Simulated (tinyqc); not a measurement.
## Thin film between two gates, subbands and threshold shift from confinement: charge and subband filling against gate voltage

Undoped body with a flat potential across it, hard walls, transport along x. Three valley pairs (g = 2 each) with the longitudinal mass along x, y or z. Non-parabolicity enters the subband edges through E (1 + al E) = gamma, so E = 2 gamma/(1 + sqrt(1 + 4 al gamma)); motion within a subband is taken as parabolic with the band-edge mass. Energies are counted from the bulk band edge.

gamma = C (pi k/(t + dl))^2/mz, C = hbar^2/(2 m0). Each subband has N_k = g sqrt(mx my) m0 kB T/(pi hbar^2). With degeneracy n = sum N_k F((EF - E_k)/Vt), F(x) = ln(1 + exp(x)); gate: Vg = EF + q n/(Cg P), P = 2 (both faces), summed over the 60 lowest subbands at most, with Vg counted from the value that would put EF at the bulk band edge of an empty body. Cq = q dn/dEF.

Values chosen for this exercise; masses close to those of silicon:
```
symbol,value,unit,meaning
T,200,K,temperature
ml,0.908,m0,longitudinal mass
mt,0.193,m0,transverse mass
al,0.5,1/eV,non-parabolicity
t,8.2,nm,film thickness (along z)
dl,0,nm,widening of the box by penetration into the insulator
Cg,2.4,uF/cm^2,gate capacitance per area of interface
```

Constants: q = 1.602176634e-19 C, kB = 1.380649e-23 J/K, hbar = 1.054571817e-34 J s, m0 = 9.1093837015e-31 kg, Vt = kB T/q, hbar^2/(2 m0) = 0.0380998212 eV nm^2. Results are converted to the units shown.

Results:
```
Vg (V)  EF - E_1 (eV)  n (cm^-2)  n/P (cm^-2)  share of the lowest subband (%)  Cq/(Cg P)  total C/(Cg P)
-0.14         -0.1462    1.501e9      7.504e8                            38.34   0.002906        0.002898
-0.02        -0.04428   5.436e11     2.718e11                            37.72      1.032          0.5078
0.11         -0.01071   3.432e12     1.716e12                            34.81      5.929          0.8557
0.36          0.01208   1.024e13     5.120e12                            29.96      14.87          0.9370
0.48          0.01890   1.363e13     6.815e12                            28.23      18.38          0.9484
0.61          0.02508   1.734e13     8.670e12                            26.68      21.67          0.9559
0.73          0.03008   2.079e13     1.039e13                            25.49      24.32          0.9605
0.86          0.03497   2.453e13     1.227e13                            24.38      26.81          0.9640
```

Estimate the missing row, Vg = 0.23 V.

Computed row:
```
Vg (V)  EF - E_1 (eV)  n (cm^-2)  n/P (cm^-2)  share of the lowest subband (%)  Cq/(Cg P)  total C/(Cg P)
0.23         0.002533   6.631e12     3.315e12                            32.24      10.50          0.9130
```

With this row back in the table: EF passes E_1 = 0.00614 eV at Vg = 0.202 V. The share of the lowest subband falls from 38.3 to 24.4 % and the total capacitance rises from 0.00290 to 0.964 of Cg P. In the last row 3.8 % of an added gate voltage goes into raising EF (from the last two rows). For Vg = -0.02, 0.11, 0.23, 0.36, 0.48, 0.61, 0.73, 0.86 the charge would bend the potential across the body noticeably, which is left out.

Numbers from tinyqc (`OMP_NUM_THREADS=1 python tinyqc.py 2350024 2350025 out.jsonl`; about 0.08 s on one thread of a shared Intel Xeon 2.30GHz).
